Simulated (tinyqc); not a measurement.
# Charge pumping in an n-channel transistor, step by step

Computed by the program tinyqc: `OMP_NUM_THREADS=1 python tinyqc.py 2030153 2030154 out.jsonl`, one thread of a shared Intel Xeon 2.30GHz, about 0.01 s for the whole run. Printed values are rounded.

The gate is pulsed from accumulation to inversion and back. Energies E are counted from the intrinsic level; Dit(E) = D0 [1 + b (2 E/Eg)^2]. During each edge the traps near the bands emit their carriers, and those between Eh and Ee recombine once a cycle.

Parameters, values chosen for the exercise; band and dielectric values close to those of silicon: temperature T = 300 K; band gap Eg = 1.1 eV; conduction-band density of states at 300 K Nc = 2.77e19 cm^-3; valence-band density of states at 300 K Nv = 2.62e19 cm^-3; gate area A = 0.29 um^2; trap density at midgap D0 = 2.4e11 cm^-2 eV^-1; rise of the trap density towards the band edges b = 3.9; cross-section for electrons sn = 3.4e-15 cm^2; cross-section for holes sp = 1.1e-15 cm^2; thermal velocity at 300 K, one nominal value for electrons and holes vth = 1.6e7 cm/s; Vth - Vfb dV = 0.58 V; pulse height Va = 2 V; frequency f = 2.2e5 Hz; rise time tr = 100 ns; fall time tf = 310 ns.

Constants: q = 1.602176634e-19 C, kB = 1.380649e-23 J/K, Vt = kB T/q. Results are converted to the units shown.

Range of the model: The Fermi levels of inversion and accumulation are taken to lie beyond Ee and Eh, the flat tops to fill all traps, and no geometric current is added.

## Emission levels

ni = sqrt(Nc Nv) exp(-Eg/(2 Vt)), Eg in volts; emission times te = (dV/Va) tf and th = (dV/Va) tr; Ee = -Vt ln(vth sn ni te), Eh = +Vt ln(vth sp ni th).

ni = 1.55166e10 cm^-3
te = 89.9 ns
th = 29 ns
Ee = 0.245240 eV
Eh = -0.303662 eV

The window covers 49.9 % of the gap.

## Pumped charge and current

Nit = integral of Dit from Eh to Ee = D0 [Ee - Eh + 4 b (Ee^3 - Eh^3)/(3 Eg^2)], Qcp = q A Nit, Icp = f Qcp.

Nit = 1.75829e11 cm^-2
mean Dit = 3.20329e11 cm^-2 eV^-1
traps pumped a cycle = 509.904
Icp = 17.9730 pA
